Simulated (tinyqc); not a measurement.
Localisation in a chain with random site energies (transfer matrices): sweeps and comparisons. A value that a table varies takes the place of the one given here.

Hopping -t; leads with site energy 0, E = -2t cos(ka). psi_(j+1) = ((e_j - E)/t) psi_j - psi_(j-1), a product of matrices M_j = [[(e_j - E)/t, -1], [1, 0]]. For M = M_N ... M_1 the transmission is T = 4 sin^2(ka)/|M21 - M12 + M22 exp(ika) - M11 exp(-ika)|^2. Long samples draw e_j = W (x_j/2147483647 - 1/2) from x_j = 16807 x_(j-1) mod 2147483647, starting at x0. The localisation length xi, in sites, is defined by ln T = -2N/xi on average; weak disorder gives xi = 24 (4t^2 - E^2)/W^2, and the mean free path for backscattering is xi/2.

Numerical xi = N/ln sqrt(psi_(N+1)^2 + psi_N^2) for N = 20000 sites from psi_1 = 1, psi_0 = 0; its statistical error is about xi sqrt(xi/N).

Values chosen for the exercise:
- t = 1.83 eV (hopping)
- E = -2.03 eV (energy)
- x0 = 3855 (start of the number sequence)
- W = 1.28 eV (full width of the disorder)

## Localisation length against disorder

The same number sequence scaled by W.

xi (sites):
```
W/t   W (eV)  numerical  error  weak disorder  strong: 1/(ln(W/2t) - 1)
1.0    1.830     68.251  3.987         66.467                         -
1.5    2.745     28.862  1.096         29.541                         -
2.0    3.660     16.033  0.454         16.617                         -
3.0    5.490      7.190  0.136          7.385                         -
4.0    7.320      4.481  0.067          4.154                         -
6.0   10.980      2.528  0.028          1.846                         -
10.0  18.300      1.370  0.011          0.665                     1.641
16.0  29.280      0.884  0.006          0.260                     0.926
```

At W = t the numerical value is 68.3 +/- 4.0 against 66.5, and at 2t 16.03 +/- 0.45 against 16.62. The weak-disorder formula is within 15 % for W/t = 1, 1.5, 2, 3 and 4; at W = 16t it gives 0.26 and the strong-disorder form 0.93, against 0.88. All states of the chain are localised; disorder only sets the length.

## From ballistic to localised

200 samples of each length, cut one after another from the start of the sequence. Typical T = exp(mean ln T). Ohmic: 1/(1 + 2N/xi); localised: exp(-2N/xi), both with the weak-disorder xi.

Transmission:
```
N   mean T  typical T  spread of ln T  ohmic  localised
2    0.969      0.969           0.024  0.971      0.971
5    0.928      0.927           0.059  0.931      0.929
10   0.856      0.849           0.136  0.872      0.863
20   0.774      0.749           0.272  0.773      0.745
40   0.616      0.555           0.511  0.629      0.555
80   0.410      0.312           0.824  0.459      0.308
```

With xi = 135.9 sites, mean and typical T are 0.928 and 0.927 at N = 5, and 0.410 and 0.312 at N = 80, where ln T scatters by 0.8. The slope of ln(typical T) between 40 and 80 sites gives xi = 138.7, uncertain by about 12 % from the scatter of 200 samples. At N = 80 the ohmic law gives 1.47 times the typical value: N is still below xi on all rows.

## What each parameter does

Numerical and weak-disorder xi. Each row changes one parameter from the base and keeps the others.

Results:
```
case          numerical xi (sites)  weak-disorder xi (sites)
base                        134.15                    135.86
t = 2.104 eV                212.80                    199.02
E = -1.42 eV                151.00                    166.69
W = 1.536 eV                100.56                     94.35
x0 = 3856                   129.99                    135.86
```

The largest shifts from the base row, up to three for each result and ties (the steps differ in size, so this ranks the rows, not the parameters). numerical xi (sites): t +78.64, W -33.59, E +16.85. weak-disorder xi (sites): t +63.16, W -41.51, E +30.83; unchanged at the printed digits by x0. A new x0 is another sample of the same disorder; its shift is one draw of the statistical scatter, about xi sqrt(xi/N); the other rows share one sample, so their errors are correlated.

(tinyqc, `OMP_NUM_THREADS=1 python tinyqc.py 1451617 1451618 out.jsonl`, Intel(R) Xeon(R) Processor @ 2.30GHz, 1 thread, shared host, about 0.04 s.)
